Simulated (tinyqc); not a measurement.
Born-von Karman spring model of a cubic crystal with one atom per cell. Inputs raised by 5 %, one at a time. Computed by tinyqc, a small Python program. Command: `OMP_NUM_THREADS=1 python tinyqc.py 3019896 3019897 out.jsonl springs sens`. One thread of a shared host (Intel(R) Xeon(R) Processor @ 2.30GHz), about 0.3 s of CPU time with the checks.

First neighbours lie at a/2 (1,1,1) (8 of them), second at a (1,0,0) (6), with all permutations and signs; the volume per atom is Omega = a^3/2.

Inputs (values chosen for the exercise, for a model crystal): lattice constant a = 4.37 angstrom; atomic mass M = 68.3 u; radial spring k1L = 2.66 eV/angstrom^2; transverse spring k1T = 0.14 eV/angstrom^2; radial spring k2L = 1 eV/angstrom^2; transverse spring k2T = -0.048 eV/angstrom^2; mesh divisions n = 8; temperature T = 77 K.

Lattice: bcc.

Constants: 1 eV/angstrom^3 = 160.2176634 GPa; u = 1.6605390666e-27 kg; nu for 1 eV/(angstrom^2 u) = 15.6333042 THz; h x 1 THz = 4.135667696 meV; k_B = 8.617333262e-05 eV/K; hbar^2/u = 4.18015928e-03 eV angstrom^2; hbar = 1.054571817e-34 J s; k_B = 1.380649e-23 J/K.

Method:
- [ij,kl] = (1/(2 Omega)) sum_R K_ij R_k R_l; C11 = [xx,xx], C44 = [xx,yy], C12 = 2 [xy,xy] - C44; B = (C11 + 2 C12)/3; Zener ratio A = 2 C44/(C11 - C12). K(R) = kL n n^T + kT (1 - n n^T).
- rho = M/Omega and v = sqrt(C/rho), with C = C11, C44, C44 along [100]; (C11 + C12 + 2 C44)/2, C44, (C11 - C12)/2 along [110]; (C11 + 2 C12 + 4 C44)/3 and twice (C11 - C12 + C44)/3 along [111].
- A neighbour at R with unit vector n couples by the matrix K(R) = kL n n^T + kT (1 - n n^T), and D(q) = (1/M) sum_R K(R) [1 - cos(q.R)].
- An eigenvalue lambda of D in eV/(angstrom^2 u) gives nu = 15.6333042 THz x sqrt(lambda).
- Mesh: q = sum_i (m_i + 1/2)/n b_i, m_i = 0..n-1, with b = [[0, 1, 1], [1, 0, 1], [1, 1, 0]] in 2 pi/a; sums are averages over the n^3 points, per atom.
- With x = h nu/(k_B T) and n = 1/(exp(x) - 1) for each mode: F = k_B T [x/2 + ln(1 - exp(-x))], U = k_B T x (n + 1/2), S/k_B = x n - ln(1 - exp(-x)), C/k_B = x^2 n (n + 1).
- <u_x^2> = (1/3) sum over modes of hbar^2/(2 M h nu) coth(x/2); zero-point energy = sum h nu/2. <u_x^2> converges slowly with the mesh, from below, with an error of order 1/n.
- Christoffel matrix G_xx = C11 n_x^2 + C44 (1 - n_x^2), G_xy = (C12 + C44) n_x n_y, with eigenvalues rho v^2; v_m^-3 is the mean of v^-3 over three branches and all directions (12 Gauss-Legendre points in cos(theta) times 24 angles phi = (j + 1/2) pi/12); q_D = (6 pi^2/Omega)^(1/3); Theta = hbar v_m q_D/k_B.

Runs:
```
input moved                            from      to  C11 (GPa)  C44 (GPa)  elastic Debye temperature (K)  <u_x^2> (angstrom^2)
base run                                  -       -     145.19     68.340                         436.82             0.0016723
lattice constant a (angstrom)          4.37  4.5885     138.27     65.086                         436.82             0.0016723
atomic mass M (u)                      68.3  71.715     145.19     68.340                         426.29             0.0016459
radial spring k1L (eV/angstrom^2)      2.66   2.793     148.44     71.591                         442.68             0.0016376
radial spring k2L (eV/angstrom^2)         1    1.05     148.85     68.340                         440.59             0.0016570
transverse spring k1T (eV/angstrom^2)  0.14   0.147     145.53     68.682                         438.38             0.0016659
temperature T (K)                        77   80.85     145.19     68.340                         436.82             0.0017015
```

Exponents ln(y'/y) / ln(x'/x):
```
input                     C11     C44  elastic Debye temperature  <u_x^2>
lattice constant a     -1.000  -1.000                      0.000    0.000
atomic mass M           0.000   0.000                     -0.500   -0.326
radial spring k1L       0.454   0.952                      0.273   -0.429
radial spring k2L       0.511   0.000                      0.176   -0.188
transverse spring k1T   0.048   0.102                      0.073   -0.078
temperature T           0.000   0.000                      0.000    0.355
```

Among the inputs moved here: C11 answers most in size to lattice constant a (exponent -1.000), next to radial spring k2L (+0.511); its exponent is below 0.0005 for atomic mass M, temperature T. Its exponent -1.000 in lattice constant a: at fixed springs C scales as k/a. C44 answers most in size to lattice constant a (exponent -1.000), next to radial spring k1L (+0.952); its exponent is below 0.0005 for atomic mass M, radial spring k2L, temperature T. Its exponent -1.000 in lattice constant a: at fixed springs C scales as k/a. Elastic Debye temperature answers most in size to atomic mass M (exponent -0.500), next to radial spring k1L (+0.273); its exponent is below 0.0005 for lattice constant a, temperature T. Its exponent 0.000 in lattice constant a: v_m grows as a and q_D falls as 1/a. Its exponent -0.500 in atomic mass M: frequencies scale as M^(-1/2). <u_x^2> answers most in size to radial spring k1L (exponent -0.429), next to temperature T (+0.355); its exponent is below 0.0005 for lattice constant a.
